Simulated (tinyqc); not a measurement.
Schottky barrier on an n-type semiconductor with a surface-enhanced doping, non-linear Poisson equation by Newton steps: Capacitance-voltage profiling.

One dimension, metal at x = 0, donor density C(x) = Nd + N0 exp(-x/Ls). Energies are counted from the electron Fermi level of the semiconductor and the conduction-band edge is Ec = -psi, so n = Nc exp(psi/Vt); holes follow the Fermi level of the metal, at -V, so p = Nv exp((V - psi - Eg)/Vt). Ends: psi(0) = V - phiB and psi = Vt ln(Nd/Nc) deep inside. Boltzmann statistics, full ionisation, no current, no image force in the Poisson equation.

The Poisson equation d/dx(eps0 eps_r dpsi/dx) = -q (p - n + C) is solved on a mesh of about 1000 nodes or more that ends in neutral material. C_s = q d/dV of the integral of n over x, from the linearised equation. Probed depth w = eps0 eps_r/C_s; apparent doping N_app = C_s^3/(q eps0 eps_r dC_s/dV), the derivative by central differences over +/- 0.02 V.

Parameters, values chosen for the exercise; band and dielectric values those of a made-up semiconductor: temperature T = 300 K; band gap Eg = 2.04 eV; relative permittivity eps_r = 13.8; conduction-band density of states at T Nc = 2.05e19 cm^-3; valence-band density of states at T Nv = 2.29e19 cm^-3; donor density deep in the semiconductor Nd = 2.5e16 cm^-3; barrier height phiB = 0.88 eV; extra donor density at the surface N0 = 9.8e16 cm^-3; decay length Ls = 140 nm.

Constants: q = 1.602176634e-19 C, kB = 1.380649e-23 J/K, Vt = kB T/q, eps0 = 8.8541878128e-14 F/cm where lengths are in cm. Results are converted to the units shown.

Results:
```
V (V)  C_s (nF/cm^2)  w (nm)  N_app (cm^-3)  true C(w) (cm^-3)  |E_0| (kV/cm)
0                106     115        6.83e16            6.81e16            137
-0.33           84.0     145        5.99e16            5.97e16            163
-0.67           70.2     174        5.35e16            5.33e16            184
-1.33           54.1     226        4.48e16            4.45e16            217
-1.67           48.7     251        4.15e16            4.13e16            232
-2              44.5     275        3.90e16            3.88e16            244
-2.33           41.0     298        3.69e16            3.67e16            256
-2.67           38.0     321        3.51e16            3.49e16            267
-3              35.6     343        3.36e16            3.34e16            277
```

Estimate the missing row, V = -1 V.

Computed row:
```
V (V)  C_s (nF/cm^2)  w (nm)  N_app (cm^-3)  true C(w) (cm^-3)  |E_0| (kV/cm)
-1              60.9     201        4.87e16            4.84e16            202
```

With this row back in the table: C_s falls from 106 to 35.6 nF/cm^2 while the probed depth goes from 115 to 343 nm. The apparent doping falls from 6.83e16 to 3.36e16 cm^-3. It departs most from the true doping at that depth for V = -2 V, where it is 0.59 % above it; so the doping is read well over the depths probed.

Computed by the program tinyqc: `OMP_NUM_THREADS=1 python tinyqc.py 2020006 2020007 out.jsonl`, one thread of a shared Intel Xeon 2.30GHz, about 0.1 s for the whole run.
